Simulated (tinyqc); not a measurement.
Worked calculation: effective-mass impurity with a central-cell term, in a basis of Slater functions. Computed by tinyqc, a small Python program that keeps every step. Command: `OMP_NUM_THREADS=1 python tinyqc.py 3031884 3031885 out.jsonl centralcell walk`. One thread of a shared host (Intel(R) Xeon(R) Processor @ 2.30GHz), about 0.01 s of CPU time with the checks. Intermediate numbers are printed to about 6 digits and carried at full precision; extremes and crossings named in words are read from the listed rows.

The envelope obeys H = -nabla^2 - (2/r) [Z + A exp(-kappa r)] in effective units, with kappa = a*/lambda; positive A deepens the well near the core.

Inputs (values chosen for the exercise, for a model semiconductor):

| quantity | value | unit |
|---|---|---|
| effective mass m | 0.0314 | m_0 |
| dielectric constant eps | 16.1 | - |
| charge Z of the core | 2 | - |
| central-cell strength A | 97 | - |
| central-cell range lambda | 0.73 | angstrom |
| basis size n | 2 | - |
| smallest exponent zeta_1 | 0.44 | 1/a* |
| ratio beta of exponents | 2.5 | - |

Impurity: donor, one isotropic band.

Constants: Ry = 13.605693123 eV; a_0 = 0.529177210903 angstrom.

## Effective units

Units: Ry* = Ry m/eps^2 and a* = a_0 eps/m, with m in m_0. kappa = a*/lambda; the hydrogenic ground state is bound by Z^2 Ry*.

Ry* = 1.64816 meV

a* = 271.330 angstrom

kappa = 371.685 1/a*

hydrogenic binding energy = 6.59263 meV

## Matrices over the s basis

zeta_i = zeta_1 beta^(i-1), i = 1..n. For s functions exp(-zeta r), with s = zeta_i + zeta_j: S = 2/s^3, T = zeta_i zeta_j S, V = -2 Z/s^2, W = -2 A/(s + kappa)^2; each function is normalised by dividing by sqrt(S_ii S_jj).

exponents (1/a*): 0.44  1.1

overlap S:
```
         1        2
1  1.00000  0.73756
2  0.73756  1.00000
```

kinetic T (Ry*):
```
          1         2
1    0.1936  0.356978
2  0.356978      1.21
```

Coulomb V (Ry*):
```
          1         2
1     -1.76  -2.27168
2  -2.27168      -4.4
```

central cell W (Ry*):
```
              1            2
1  -4.76230e-04  -0.00187581
2   -0.00187581  -0.00738864
```

## Generalised eigenproblem

(T + V + W) c = E S c with c^T S c = 1 and the largest component positive.

two lowest levels (Ry*): -3.38096  -0.86697

coefficients of the lowest state: -0.40016  1.25794

<T> = 1.58633 Ry*

<W> = -0.00987967 Ry*

## Converged levels

Large basis: zeta_i = 0.06 x 1.6^(i-1), i = 1..22, same formulas; for p functions r exp(-zeta r): S = 24/s^5, T = zeta_i zeta_j S (centrifugal term included), V = -12 Z/s^4, W = -12 A/(s + kappa)^4; overlap eigenvalues below 1e-11 are dropped. Binding energies are -E Ry*; the effective quantum number is nu = Z/sqrt(-E); |psi(0)|^2 is given relative to the hydrogenic Z^3/(pi a*^3).

1s binding energy = 6.69624 meV

2s binding energy = 1.66095 meV

2p binding energy = 1.64816 meV

effective quantum number of 1s = 0.992234

relative |psi(0)|^2 = 3.49977

The central cell moves 1s by +0.104 meV, 2s by +0.013 meV and 2p by a negligible amount: p states vanish at the core, so the 2p level gives the hydrogenic scale and 1s the chemical shift. The small basis lies 1.1 meV above the converged 1s level.

## Chemical shift by three methods

First order: shift = 8 A Z^3/(2 Z + kappa)^2 Ry*. One exponent: minimise zeta^2 - 2 Z zeta - 8 A zeta^3/(2 zeta + kappa)^2 by golden section on 0.2 to 6 Z. All shifts are the binding beyond Z^2 Ry*.

Shift of the 1s binding energy (meV):

| A | first order | one exponent | large basis |
|---|---|---|---|
| -97.0 | -0.0724943 | -0.0707810 | -0.056666 |
| -48.5 | -0.0362471 | -0.0358121 | -0.031747 |
| 9.7 | 0.0072494 | 0.0072672 | 0.007459 |
| 24.2 | 0.0180862 | 0.0181972 | 0.019498 |
| 48.5 | 0.0362471 | 0.0366965 | 0.042495 |
| 97.0 | 0.0724943 | 0.0743218 | 0.103608 |
| 121.0 | 0.0904310 | 0.0932988 | 0.145542 |

The three columns are ordered, first order <= one exponent <= large basis, since each is a variational bound with more freedom. At the largest attractive A first order gives 62 % and one exponent 64 % of the shift; at the most repulsive A the true shift is -0.057 meV against -0.072. Attraction pulls the envelope in and feeds itself, repulsion pushes it out and saturates.

## Convergence with the basis

The error is the lowest level above the large-basis value.

Error of the 1s level:

| n | error (meV) | largest exponent (1/a*) |
|---|---|---|
| 1 | 4.11378 | 4.40000e-01 |
| 2 | 1.12388 | 1.10000e+00 |
| 3 | 0.11918 | 2.75000e+00 |
| 4 | 0.08915 | 6.87500e+00 |
| 5 | 0.06013 | 1.71875e+01 |
| 6 | 0.05849 | 4.29688e+01 |
| 7 | 0.04149 | 1.07422e+02 |
| 8 | 0.03979 | 2.68555e+02 |

The error falls from 4.11 to 0.0398 meV. At n = 8 it falls by less than 5 %, where the largest exponent has not yet passed kappa by much.

Checks made by the program: the large basis at A = 0 against Z^2, Z^2/4 and Z^2/4 (relative difference 1e-05).
